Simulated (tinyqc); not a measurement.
What moves the results: donor level screened by free carriers (Yukawa potential). A value that a table varies takes the place of the one given here.

Potential -(q/(eps r)) exp(-ks r), q = e^2/(4 pi eps0). In units Ry* = Ry m/eps^2 and a* = a0 eps/m the problem is [-Laplacian - 2 exp(-x r)/r] psi = E psi with x = ks a*.

Converged values use 18 functions exp(-z r), z = 1.55^i, i = -11 to 6: S = 2/A^3, H = z_i z_j S - 2/(A + x)^2, A = z_i + z_j.

Screening wave number: Debye ks^2 = 4 pi q n/(eps kB T); Thomas-Fermi ks^2 = 6 pi q n/(eps EF) with EF = c (3 pi^2 n/gv)^(2/3)/m, c = hbar^2/2m0; the two are joined by 1/ks^2 = sqrt(1/ks_D^4 + 1/ks_TF^4). 1e18/cm^3 = 1e-6/angstrom^3, q = e^2/(4 pi eps0).

Constants: e^2/(4 pi eps0) = 14.39964547 eV angstrom; kB = 8.617333262e-05 eV/K; hbar^2/2m0 = 3.80998211 eV angstrom^2; Ry = 13.60569312 eV; a0 (Bohr radius) = 0.5291772105 angstrom.

Parameters, chosen for this exercise (near those of a donor in GaN, with one mean mass; not measured data): xs = (0.06, 0.19, 0.29, 0.56, 0.74, 0.88, 1.05) (values of x); m = 0.199 m0 (mass); eps = 9.3 (dielectric constant); gv = 1 (valleys); T = 300 K (temperature); nl = (0.027, 0.09, 0.27, 0.9, 2.7, 9, 27) x 1e18/cm^3 (densities); n = 0.9 x 1e18/cm^3 (free-carrier density).

## Towards the loss of the bound state

First order (-1 + 2x), one-parameter (minimum of z^2 - 8 z^3/(2z + x)^2) and converged 1s energies in Ry*, and the mean radius in a*; a dash marks an unbound result.

Results:

| x | first order | trial function | converged | <r> |
|---|---|---|---|---|
| 0.06 | -0.8800 | -0.8852 | -0.8852 | 1.50 |
| 0.19 | -0.6200 | -0.6685 | -0.6686 | 1.55 |
| 0.29 | -0.4200 | -0.5276 | -0.5282 | 1.60 |
| 0.56 | - | -0.2394 | -0.2440 | 1.90 |
| 0.74 | - | -0.1102 | -0.1203 | 2.32 |
| 0.88 | - | -0.0399 | -0.0557 | 3.00 |
| 1.05 | - | - | -0.0111 | 5.63 |

First order loses the state at x = 0.5, the trial function reaches zero energy at x = 1.00, and the exact limit is 1.19. The radius starts at 1.5 a*, grows slowly at first (1.60 at x = 0.29), then steadily, and swells towards the end (5.6 at 1.05), where a single exponential fails: the binding vanishes as the square of the distance from 1.19.

## Binding against carrier density

Ry* = 31.3046 meV
a* = 24.730 angstrom

x from the joined ks; converged 1s binding (dash: x above 1.17, at or past the limit 1.19 where the state unbinds).

Results:

| n (1e18/cm^3) | EF/kB T | 1/ks (angstrom) | x | binding (meV) | n^(1/3) a* |
|---|---|---|---|---|---|
| 0.027 | 0.06 | 221.9 | 0.111 | 24.87 | 0.074 |
| 0.090 | 0.14 | 121.8 | 0.203 | 20.32 | 0.111 |
| 0.27 | 0.30 | 70.8 | 0.349 | 14.23 | 0.160 |
| 0.90 | 0.66 | 40.2 | 0.616 | 6.28 | 0.239 |
| 2.7 | 1.37 | 25.8 | 0.957 | 0.97 | 0.344 |
| 9.0 | 3.07 | 18.3 | 1.349 | - | 0.514 |
| 27 | 6.38 | 14.7 | 1.687 | - | 0.742 |

The binding falls from 24.9 to 1.0 meV (bare value 31.3); it passes half the bare value between 0.09 and 0.27 x 1e18/cm^3. The level is unbound, or bound by less than 0.001 Ry*, from 9 x 1e18/cm^3 on; as the density rises, it is lost by the time n^(1/3) a* reaches 0.51. x grows with exponent 0.50 in n at the start and 0.20 at the end (1/2 for Debye, 1/6 for Thomas-Fermi screening). The level survives to n^(1/3) a* = 0.34, past the 0.26 of the Mott rule, which corresponds to x = 1 for one valley with degenerate screening; here the level lasts until x = 1.19, the screening is at most the degenerate value, and overlap of donors is left out.

## What each parameter does

Ry* = Ry m/eps^2, a* = a0 eps/m, x = ks a* with the joined ks; converged binding. Each row changes one parameter from the base and keeps the others.

Results:

| case | 1/ks (angstrom) | x | binding in Ry* | binding (meV) |
|---|---|---|---|---|
| base | 40.2 | 0.616 | 0.200 | 6.28 |
| n = 0.45 x 1e18/cm^3 | 55.4 | 0.447 | 0.348 | 10.88 |
| T = 270 K | 38.5 | 0.643 | 0.181 | 5.66 |
| m = 0.223 m0 | 39.8 | 0.554 | 0.249 | 8.73 |
| eps = 8.6 | 38.6 | 0.592 | 0.218 | 7.99 |
| gv = 2 | 39.1 | 0.632 | 0.189 | 5.91 |

The largest shifts from the base row, up to three for each result and ties (the steps differ in size, so this ranks the rows, not the parameters). 1/ks (angstrom): n +15.2, T -1.7, eps -1.5. x: n -0.169, m -0.062, T +0.027. binding in Ry*: n +0.147, m +0.048, T -0.020. binding (meV): n +4.61, m +2.45, eps +1.72.

Program tinyqc; command `OMP_NUM_THREADS=1 python tinyqc.py 1252655 1252656 out.jsonl`; about 0.01 s on one thread of a shared Intel(R) Xeon(R) Processor @ 2.30GHz.
